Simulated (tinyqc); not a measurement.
# Double-gate transistor below threshold, two-dimensional Poisson equation on a small mesh: refining the mesh

Half of a symmetric double-gate structure: row 0 is the mid-plane of the body, where the normal field vanishes. Mobile charge is neglected (subthreshold), the body is fully depleted, and potentials are counted from the intrinsic level; rows run upward to the gate, columns from source to drain.

The mesh has 2 c steps in the semiconductor (rows from 0 up to the interface), c steps in the insulator and 8 c along the channel, each uniform. Box integration, divided by eps0: up_i = eps hy/h of the interval above row i, dn_i = that of the interval below (0 for row 0), lat_i = (sum of eps h/2 over the intervals above and below)/hy, s_i = -q Na w_i hy/eps0 with w_i the semiconductor height of the box (hs/2 for row 0 and the interface row, hs between, 0 in the insulator). Each free node obeys (up + dn + 2 lat) psi = up psi(above) + dn psi(below) + lat [psi(left) + psi(right)] + s. Fixed values: gate row Vg - Vfb; column 0 at Vbi and the last column at Vbi + Vd in the semiconductor, each running linearly to Vg - Vfb across the insulator. The system is solved directly; psi is read on row 0 at mid-channel.

Inputs (values chosen for the exercise); semiconductor permittivity close to that of silicon:
```
symbol   value   unit                                     meaning
eps_r     11.8         relative permittivity of the semiconductor
eox         22             relative permittivity of the insulator
tb           6     nm                     half the body thickness
tox        4.2     nm                         insulator thickness
L           22     nm                              channel length
Na      1.3e18  cm^-3       acceptor density of the depleted body
Vbi       0.53      V                     potential of the source
Vfb       0.01      V                                 gate offset
Vg        0.05      V                                gate voltage
Vd         0.3      V                               drain voltage
```

Constants: q = 1.602176634e-19 C, eps0 = 8.8541878128e-14 F/cm where lengths are in cm. Results are converted to the units shown.

Result of one run:
```
unknowns	psi at mid-channel (V)	d psi/dVg
846	0.2105	0.6611
```

Which refinement factor c gave this result: 2, 3, 6 or 12?

c = 6.

The whole series:
```
c	unknowns	psi at mid-channel (V)	d psi/dVg
1	21	0.2312	0.6303
2	90	0.2154	0.6539
3	207	0.2123	0.6584
4	372	0.2112	0.6600
6	846	0.2105	0.6611
8	1512	0.2102	0.6615
12	3420	0.2100	0.6618
```

psi at mid-channel goes from 0.2312 V on the coarsest mesh to 0.2100 V on the finest, a difference of 21 mV. d psi/dVg changes by 0.024 from c = 1 to 2, by 0.0061 from 2 to 4 and by 0.0015 from 4 to 8, a ratio of 4.0 between the last two, near the 4 of a second-order scheme.

Computed by the program tinyqc: `OMP_NUM_THREADS=1 python tinyqc.py 2480160 2480161 out.jsonl`, one thread of a shared Intel Xeon 2.30GHz, about 0.2 s for the whole run.
